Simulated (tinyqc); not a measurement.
# Worked calculation: off-state leakage of single and stacked transistors

Numbers from tinyqc (`OMP_NUM_THREADS=1 python tinyqc.py 2242207 2242208 out.jsonl`; about 0.04 s on one thread of a shared Intel Xeon 2.30GHz). Printed values are rounded.

n-channel devices of unit width. Subthreshold current I(Vg, Vs, Vd) = I0 (T/300 K)^0.5 exp[(Vg - Vs - VT(T) - gb (Vs - Vb) + dd (Vd - Vs))/(nf Vt)] (1 - exp(-(Vd - Vs)/Vt)), VT(T) = VT - cT (T - 300 K). Gate-edge tunnelling Ig (Vd/1 V) exp(ag (Vd - 1 V)), for a gate at 0 V, and band-to-band leakage Ab u exp(-Bb/u), u = Vd - Vb + 1 V, flow at a drain held at V; both are taken as independent of T. In a stack of off transistors (all gates at 0 V) the same subthreshold current passes through each.

Inputs (values chosen for the exercise); values of the order met in bulk silicon logic transistors:
- T = 330 K (temperature)
- V = 0.8 V (supply voltage)
- VT = 0.35 V (threshold at 300 K, zero drain and body bias)
- cT = 0.9 mV/K (fall of the threshold with temperature)
- I0 = 0.52 uA/um (current at threshold at 300 K)
- nf = 1.32 (slope factor)
- dd = 0.09 (drain-induced lowering per volt)
- gb = 0.12 (rise of the threshold per volt of source-body bias)
- Ig = 3e-6 uA/um (gate-edge tunnelling current at 1 V)
- ag = 5.2 1/V (exponential slope of the gate current)
- Ab = 200 uA/(um V) (prefactor of band-to-band leakage at the drain)
- Bb = 20 V (its exponential voltage)
- Vb = -0.6 V (body voltage)

Constants: q = 1.602176634e-19 C, kB = 1.380649e-23 J/K, Vt = kB T/q. Results are converted to the units shown.

## Leakage of one transistor

Vg = Vs = 0, Vd = V; effective threshold VT(T) - gb Vb - dd V.

effective threshold = 0.323 V
parts (nA/um): subthreshold 0.0999250, gate edge 8.48291e-4, band-to-band 115.377
total = 115.478 nA/um
shares (%): subthreshold 0.0865315, gate edge 7.34590e-4, band-to-band 99.9127

The band-to-band part is the largest.

## Starting value

Vx = dd V/(1 + gb + 2 dd), the solution for Vx well above Vt, rounded to three decimals.

Vx at the start = 0.055 V

## Iteration 1: new Vx

Stack of two, Vx the node between them: I_low = I(0, 0, Vx), I_up = I(0, Vx, V), f = ln(I_up/I_low), f' = -(1 + gb + 2 dd)/(nf Vt) - 1/(Vt (exp(Vx/Vt) - 1)) - 1/(Vt (exp((V - Vx)/Vt) - 1)), Vx(new) = Vx - f/f'.

I_low = 0.0143257 nA/um
I_up = 0.0169710 nA/um
f = 0.169455
f' = -40.5748 1/V
Vx after iteration 1 = 0.0591764 V

## Iteration 2: new Vx

As before.

I_low = 0.0148038 nA/um
I_up = 0.0148334 nA/um
f = 0.00199869
f' = -39.6474 1/V
Vx after iteration 2 = 0.0592268 V

## Iteration 3: new Vx

As before.

I_low = 0.0148093 nA/um
I_up = 0.0148093 nA/um
f = 2.55848e-7
f' = -39.6372 1/V
Vx after iteration 3 = 0.0592268 V

## Course of the iteration

Stop when the step is below 1e-11 V, or after 40 iterations.

Course of the iteration:
```
iteration  Vx before the step (V)  step (V)
1                           0.055   4.18e-3
2                       0.0591764   5.04e-5
3                       0.0592268   6.45e-9
4                       0.0592268   < 1e-15
```

Converged in 4 iterations. The subthreshold current of the stack is 0.01481 nA/um, 6.75 times less than that of one transistor (the drain leakage is unchanged); the estimate exp[dd V (1 + gb + dd)/((1 + gb + 2 dd) nf Vt)] gives 5.96.
